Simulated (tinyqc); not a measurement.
Keating valence-force model of a tetrahedral crystal: one step, computed by the program tinyqc.

Atom A sits at 0 and atom B at a/4 (1,1,1) of an fcc lattice; the four bonds from A are t = a/4 (1,1,1), a/4 (1,-1,-1), a/4 (-1,1,-1), a/4 (-1,-1,1), of length d = sqrt(3) a/4. Energy: E = (3 alpha/(8 d^2)) sum over bonds (r.r - d^2)^2 + (3 beta/(8 d^2)) sum over pairs of bonds at one atom (r_i.r_j + d^2/3)^2, with beta_A for the six pairs at A and beta_B for the six at B. The cell holds two atoms, Omega = a^3/4. 1 N/m = 1 J/m^2. With constants fitted to the elastic moduli this model puts optical and zone-boundary frequencies of real crystals too high, by up to about 20 % in elemental crystals and up to about 50 % in compounds, and mostly by more for TA modes; in compounds the lattice part of the static dielectric constant then comes out too low.

Problem. Frequencies at q. Diagonalise the Hermitian matrix D. An eigenvalue lambda of D in eV/(angstrom^2 u) gives nu = 15.6333042 THz x sqrt(lambda). The weight on A is the sum of |e|^2 over the three components of atom A.

Structure: zinc blende.

D(q) (eV/(angstrom^2 u)), lower triangle (Hermitian):
```
                       A x                    A y                    A z                   B x
A x              0.1934755
A y   0.0014631-0.0003287i              0.1883998
A z   0.0005548-0.0009479i   0.0002048-0.0002196i              0.1882098
B x  -0.2205792-0.0016309i   0.0202232+0.0113764i   0.0074729+0.0307868i             0.3945549
B y   0.0202232+0.0113764i  -0.2205792-0.0016309i   0.0019855+0.1158736i  0.0029838+0.0006703i
B z   0.0074729+0.0307868i   0.0019855+0.1158736i  -0.2205792-0.0016309i  0.0011314+0.0019330i

                      B y        B z
B y             0.3842040
B z  0.0004176+0.0004478i  0.3838165
```

Constants: nu for 1 eV/(angstrom^2 u) = 15.6333042 THz.

Give: frequencies; weights on atom A.

Solution.

frequencies (THz): 1.81  1.96  3.63  11.42  11.67  11.69

weights on atom A: 0.6794  0.6809  0.7094  0.2917  0.3192  0.3195
